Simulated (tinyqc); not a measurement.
Tight binding, dimerised chain, step by step. One step of it, computed by the program tinyqc.

Question. Open chain of 5 cells. The same hoppings without the wrap-around bond.

H of the open chain (eV), lower triangle:
```
            1          2          3          4          5          6          7          8
1    0.000000
2   -2.380000   0.000000
3    0.000000  -2.320000   0.000000
4    0.000000   0.000000  -2.380000   0.000000
5    0.000000   0.000000   0.000000  -2.320000   0.000000
6    0.000000   0.000000   0.000000   0.000000  -2.380000   0.000000
7    0.000000   0.000000   0.000000   0.000000   0.000000  -2.320000   0.000000
8    0.000000   0.000000   0.000000   0.000000   0.000000   0.000000  -2.380000   0.000000
9    0.000000   0.000000   0.000000   0.000000   0.000000   0.000000   0.000000  -2.320000
10   0.000000   0.000000   0.000000   0.000000   0.000000   0.000000   0.000000   0.000000

            9        10
9    0.000000
10  -2.380000  0.000000
```

Give: levels; weights of the highest filled level on the sites.

Answer.

levels (eV): -4.5101  -3.9559  -3.0829  -1.9640  -0.7069  0.7069  1.9640  3.0829  3.9559  4.5101

weights of the highest filled level on the sites: 0.1722  0.0152  0.1506  0.0554  0.1066  0.1066  0.0554  0.1506  0.0152  0.1722

The bulk gap runs from -0.0600 to 0.0600 eV; no level of this chain lies inside it.
